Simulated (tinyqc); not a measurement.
Single-domain magnet: Stoner-Wohlfarth switching, Neel-Arrhenius retention, LLG dynamics and spin torque. Changing the drive I/I_c0. Computed by tinyqc, a small Python program. Command: `OMP_NUM_THREADS=1 python tinyqc.py 3018734 3018735 out.jsonl macro sweep`. One thread of a shared host (Intel(R) Xeon(R) Processor @ 2.30GHz), about 0.02 s of CPU time with the checks.

The moment is uniform, with unit vector m; z is the easy axis. mu_0 = 1.25663706212e-6 T m/A, gamma = 1.76085963023e11 rad/(s T).

Inputs (values chosen for the exercise, for a model magnet):

| quantity | value | unit |
|---|---|---|
| saturation magnetisation M_s | 819 | kA/m |
| diameter d | 14 | nm |
| aspect ratio p | 2.6 | - |
| bulk anisotropy K_u | 190 | kJ/m^3 |
| exchange stiffness A | 25 | pJ/m |
| temperature T | 450 | K |
| attempt frequency f0 | 1 | GHz |
| waiting time t_w | 1 | s |
| damping alpha | 0.084 | - |
| spin-torque efficiency eta | 0.67 | - |

Shape: prolate spheroid, easy axis along it.

Constants: k_B = 1.380649e-23 J/K; e = 1.602176634e-19 C; hbar = 1.054571817e-34 J s.

Method:
- N_z = [p ln(p + sqrt(p^2 - 1))/sqrt(p^2 - 1) - 1]/(p^2 - 1); V = pi d^3 p/6; K_eff = K_u + K_shape, K_shape = -(mu_0 M_s^2/4)(3 N_z - 1); mu_0 H_K = 2 K_eff/M_s.
- Delta = K_eff V/(k_B T); tau = exp(Delta)/f0; probability of a flip within t_w: P = 1 - exp(-t_w/tau). Wall width parameter sqrt(A/K_eff); a two-domain state costs 4 sqrt(A K_eff) times the cross-section that the wall cuts (pi d^2/4).
- For axial symmetry and a polariser along z: I_c0 = (4 e alpha/(hbar eta)) K_eff V; relaxation time tau_D = (1 + alpha^2)/(alpha gamma mu_0 H_K); thermal start angle theta_0 = 1/sqrt(2 Delta); switching time about tau_D ln(pi/(2 theta_0))/(I/I_c0 - 1); precession frequency gamma mu_0 H_K/(2 pi (1 + alpha^2)).
- The polar equation dm_z/dt = -(1 - m_z^2)(i - m_z)/tau_D, i = I/I_c0, integrates to t = tau_D [F(cos theta_0) - F(0)], F(z) = -ln(1 - z)/(2 (i - 1)) + ln(1 + z)/(2 (i + 1)) + ln(i - z)/(i^2 - 1), theta_0 = 1/sqrt(2 Delta).

One run for each value:

| drive I/I_c0 | time to m_z = 0 (ns) | switching time, estimate (ns) |
|---|---|---|
| 1.1 | 1.924 | 2.994 |
| 1.5 | 0.516 | 0.599 |
| 2.0 | 0.280 | 0.299 |
| 2.6 | 0.182 | 0.187 |
| 3.4 | 0.125 | 0.125 |
| 4.4 | 0.090 | 0.088 |
| 5.8 | 0.064 | 0.062 |
| 7.6 | 0.047 | 0.045 |
| 10.0 | 0.035 | 0.033 |

Describe and explain the trends.

Over the rows, time to m_z = 0 (ns) falls from 1.92 to 0.0349 (exponent d ln y / d ln x -4.2 between the first rows and -1.1 between the last); switching time, estimate (ns) falls from 2.99 to 0.0333 (exponent d ln y / d ln x -5.2 between the first rows and -1.1 between the last). The estimate keeps the small-angle growth rate alpha (i - 1) all the way; near threshold the true rate rises as m_z falls, so the estimate is too long there. Within some 20 % of threshold thermal noise, left out here, sets the time.

Extremes, crossings and ranges named in words are read from the listed rows.
